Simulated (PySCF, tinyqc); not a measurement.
Inside a calculation. Method: MP2 on RHF in the 3-21g basis, for H3-, spin multiplicity 1. The basis has no diffuse functions, so it cannot describe the extra electron: this is an exercise in the method, not the real anion. The lowest restricted solution is unstable here: a spin-polarised one lies 0.0613 hartree lower (PySCF). One step of it, computed by the program tinyqc.

Problem. Second-order Moller-Plesset energy. E2 = sum_ijab (ia|jb) [2 (ia|jb) - (ib|ja)] / (e_i + e_j - e_a - e_b) over occupied i, j and virtual a, b; the opposite-spin part is (ia|jb)^2 / denominator, the rest is same-spin, and SCS-MP2 scales them by 6/5 and 1/3.

orbital energies (hartree): MO1 -0.477368, MO2 0.253158, MO3 0.524941, MO4 1.061741, MO5 1.743313, MO6 1.798764

Two-electron integrals over orbitals (pq|rs), unique and non-zero (hartree):
```
p,q,r,s,(pq|rs)
1,1,1,1,0.682593
2,1,1,1,0.001434
2,1,2,1,0.075806
2,2,1,1,0.459313
2,2,2,1,0.033640
2,2,2,2,0.424388
3,1,1,1,-0.000039
3,1,2,1,-1.88e-06
3,1,2,2,-0.000594
3,1,3,1,0.076151
3,2,1,1,-1.32e-06
3,2,2,1,-0.000541
3,2,2,2,-0.000055
3,2,3,1,-0.025399
3,2,3,2,0.028356
3,3,1,1,0.454766
3,3,2,1,-0.023069
3,3,2,2,0.356230
3,3,3,1,0.000388
3,3,3,2,0.000044
3,3,3,3,0.412576
4,1,1,1,0.159203
4,1,2,1,-0.000925
4,1,2,2,0.047676
4,1,3,1,0.000006
4,1,3,2,3.26e-06
4,1,3,3,0.047232
4,1,4,1,0.092072
4,2,1,1,-0.000360
4,2,2,1,-0.024664
4,2,2,2,-0.014789
4,2,3,1,2.82e-06
4,2,3,2,0.000250
4,2,3,3,0.011374
4,2,4,1,-0.001007
4,2,4,2,0.038346
4,3,1,1,-0.000014
4,3,2,1,2.87e-06
4,3,2,2,0.000255
4,3,3,1,-0.024316
4,3,3,2,0.011909
4,3,3,3,-0.000205
4,3,4,1,0.000009
4,3,4,2,3.22e-06
4,3,4,3,0.038993
4,4,1,1,0.520829
4,4,2,1,-0.001530
4,4,2,2,0.390880
4,4,3,1,0.000013
4,4,3,2,0.000006
4,4,3,3,0.389729
4,4,4,1,0.091212
4,4,4,2,-0.000886
4,4,4,3,0.000010
4,4,4,4,0.435744
5,1,1,1,-0.000071
5,1,2,1,0.000018
5,1,2,2,0.000550
5,1,3,1,-0.073598
5,1,3,2,0.023634
5,1,3,3,-0.000377
5,1,4,1,-0.000111
5,1,4,2,-3.79e-06
5,1,4,3,-0.012742
5,1,4,4,-0.000130
5,1,5,1,0.118802
5,2,1,1,0.000040
5,2,2,1,0.000453
5,2,2,2,0.000077
5,2,3,1,0.019525
5,2,3,2,-0.004087
5,2,3,3,-0.000026
5,2,4,1,0.000009
5,2,4,2,0.000089
5,2,4,3,0.003914
5,2,4,4,0.000016
5,2,5,1,-0.032433
5,2,5,2,0.014815
5,3,1,1,-0.144743
5,3,2,1,0.018468
5,3,2,2,-0.053457
5,3,3,1,-0.000290
5,3,3,2,-0.000041
5,3,3,3,-0.061371
5,3,4,1,-0.065290
5,3,4,2,0.003696
5,3,4,3,-0.000048
5,3,4,4,-0.083519
5,3,5,1,0.000534
5,3,5,2,0.000055
5,3,5,3,0.074271
5,4,1,1,-0.000255
5,4,2,1,0.000008
5,4,2,2,0.000442
5,4,3,1,-0.070921
5,4,3,2,0.022779
5,4,3,3,-0.000439
5,4,4,1,-0.000180
5,4,4,2,-0.000009
5,4,4,3,0.010109
5,4,4,4,-0.000218
5,4,5,1,0.091988
5,4,5,2,-0.024004
5,4,5,3,0.000481
5,4,5,4,0.089418
5,5,1,1,0.656593
5,5,2,1,-0.051853
5,5,2,2,0.414168
5,5,3,1,0.000860
5,5,3,2,0.000102
5,5,3,3,0.469577
5,5,4,1,0.164634
5,5,4,2,-0.002348
5,5,4,3,0.000074
5,5,4,4,0.510414
5,5,5,1,-0.001539
5,5,5,2,-0.000102
5,5,5,3,-0.171213
5,5,5,4,-0.001474
5,5,5,5,0.735678
6,1,1,1,0.003278
6,1,2,1,-0.068499
6,1,2,2,-0.031390
6,1,3,1,-0.000027
6,1,3,2,0.000522
6,1,3,3,0.022295
6,1,4,1,0.005823
6,1,4,2,-0.010752
6,1,4,3,-0.000012
6,1,4,4,0.006574
6,1,5,1,0.000018
6,1,5,2,-0.000726
6,1,5,3,-0.030969
6,1,5,4,0.000028
6,1,5,5,0.081429
6,1,6,1,0.103659
6,2,1,1,-0.145663
6,2,2,1,-0.029509
6,2,2,2,-0.071590
6,2,3,1,0.000504
6,2,3,2,0.000056
6,2,3,3,-0.052863
6,2,4,1,-0.062753
6,2,4,2,-0.004224
6,2,4,3,0.000077
6,2,4,4,-0.080950
6,2,5,1,-0.000764
6,2,5,2,-0.000111
6,2,5,3,0.043047
6,2,5,4,-0.000484
6,2,5,5,-0.113823
6,2,6,1,0.042726
6,2,6,2,0.086404
6,3,1,1,-0.000051
6,3,2,1,0.000475
6,3,2,2,0.000040
6,3,3,1,0.020840
6,3,3,2,-0.003781
6,3,3,3,-0.000064
6,3,4,1,-0.000031
6,3,4,2,0.000068
6,3,4,3,0.002690
6,3,4,4,-0.000036
6,3,5,1,-0.032579
6,3,5,2,0.013523
6,3,5,3,0.000091
6,3,5,4,-0.025039
6,3,5,5,-0.000195
6,3,6,1,-0.000725
6,3,6,2,-0.000071
6,3,6,3,0.014992
6,4,1,1,0.013999
6,4,2,1,-0.064013
6,4,2,2,-0.022901
6,4,3,1,-0.000036
6,4,3,2,0.000464
6,4,3,3,0.024164
6,4,4,1,0.009666
6,4,4,2,0.012983
6,4,4,3,-2.73e-06
6,4,4,4,0.011686
6,4,5,1,0.000029
6,4,5,2,-0.000489
6,4,5,3,-0.025824
6,4,5,4,0.000026
6,4,5,5,0.075502
6,4,6,1,0.073620
6,4,6,2,0.024207
6,4,6,3,-0.000510
6,4,6,4,0.071705
6,5,1,1,0.000047
6,5,2,1,-0.001249
6,5,2,2,-0.000159
6,5,3,1,-0.054265
6,5,3,2,0.026790
6,5,3,3,0.000152
6,5,4,1,0.000040
6,5,4,2,-3.67e-06
6,5,4,3,-0.003055
6,5,4,4,0.000046
6,5,5,1,0.084002
6,5,5,2,-0.024473
6,5,5,3,-0.000174
6,5,5,4,0.070500
6,5,5,5,0.000389
6,5,6,1,0.001799
6,5,6,2,0.000181
6,5,6,3,-0.024357
6,5,6,4,0.001435
6,5,6,5,0.070215
6,6,1,1,0.632590
6,6,2,1,0.075208
6,6,2,2,0.484860
6,6,3,1,-0.001312
6,6,3,2,-0.000134
6,6,3,3,0.403511
6,6,4,1,0.145231
6,6,4,2,-0.002809
6,6,4,3,-0.000029
6,6,4,4,0.487993
6,6,5,1,0.001865
6,6,5,2,0.000215
6,6,5,3,-0.107365
6,6,5,4,0.001373
6,6,5,5,0.552046
6,6,6,1,-0.098165
6,6,6,2,-0.183753
6,6,6,3,0.000127
6,6,6,4,-0.067197
6,6,6,5,-0.000379
6,6,6,6,0.733073
```

Hartree-Fock energy = -1.15485906 hartree

Give: Terms; Pair energies; MP2 correlation energy; SCS-MP2 correlation energy; MP2 total energy.

Solution.

Terms (the 40 largest of 64):
```
i,j,a,b,(ia|jb),(ib|ja),denominator,term
1,1,5,5,0.119,0.119,-4.441,-3.18e-03
1,1,3,3,0.076,0.076,-2.005,-2.89e-03
1,1,4,4,0.092,0.092,-3.078,-2.75e-03
2,2,6,6,0.086,0.086,-3.091,-2.42e-03
1,1,6,6,0.104,0.104,-4.552,-2.36e-03
2,1,6,4,-0.063,-0.011,-3.085,-2.33e-03
1,2,4,6,-0.063,-0.011,-3.085,-2.33e-03
1,1,5,3,-0.074,-0.074,-3.223,-1.68e-03
1,1,3,5,-0.074,-0.074,-3.223,-1.68e-03
2,2,3,3,0.028,0.028,-0.544,-1.48e-03
2,2,4,4,0.038,0.038,-1.617,-9.09e-04
2,1,3,3,-0.025,-0.025,-1.274,-5.06e-04
1,2,3,3,-0.025,-0.025,-1.274,-5.06e-04
2,1,6,6,0.043,0.043,-3.822,-4.78e-04
1,2,6,6,0.043,0.043,-3.822,-4.78e-04
1,2,5,5,-0.032,-0.032,-3.711,-2.83e-04
2,1,5,5,-0.032,-0.032,-3.711,-2.83e-04
1,2,5,3,0.024,0.020,-2.492,-2.63e-04
2,1,3,5,0.024,0.020,-2.492,-2.63e-04
1,2,6,4,-0.011,-0.063,-3.085,1.44e-04
2,1,4,6,-0.011,-0.063,-3.085,1.44e-04
2,1,5,3,0.020,0.024,-2.492,-1.21e-04
1,2,3,5,0.020,0.024,-2.492,-1.21e-04
2,2,5,5,0.015,0.015,-2.980,-7.36e-05
2,2,3,5,-4.09e-03,-4.09e-03,-1.762,-9.48e-06
2,2,5,3,-4.09e-03,-4.09e-03,-1.762,-9.48e-06
1,1,6,4,0.006,0.006,-3.815,-8.89e-06
1,1,4,6,0.006,0.006,-3.815,-8.89e-06
2,2,6,4,-4.22e-03,-4.22e-03,-2.354,-7.58e-06
2,2,4,6,-4.22e-03,-4.22e-03,-2.354,-7.58e-06
1,2,4,4,-1.01e-03,-1.01e-03,-2.348,-4.32e-07
2,1,4,4,-1.01e-03,-1.01e-03,-2.348,-4.32e-07
1,2,5,6,-7.64e-04,-7.26e-04,-3.766,-1.63e-07
2,1,6,5,-7.64e-04,-7.26e-04,-3.766,-1.63e-07
2,1,5,6,-7.26e-04,-7.64e-04,-3.766,-1.33e-07
1,2,6,5,-7.26e-04,-7.64e-04,-3.766,-1.33e-07
2,1,3,6,5.22e-04,5.04e-04,-2.548,-1.10e-07
1,2,6,3,5.22e-04,5.04e-04,-2.548,-1.10e-07
1,2,3,6,5.04e-04,5.22e-04,-2.548,-9.62e-08
2,1,6,3,5.04e-04,5.22e-04,-2.548,-9.62e-08
```

Pair energies (hartree; pair i-j sums ij and ji):
```
pair,opposite spin,same spin
1-1,-0.015,0
2-1,-0.006,-1.77e-03
2-2,-4.91e-03,0
```

MP2 correlation energy = -0.02716 hartree

SCS-MP2 correlation energy = -0.03106 hartree

MP2 total energy = -1.18202 hartree
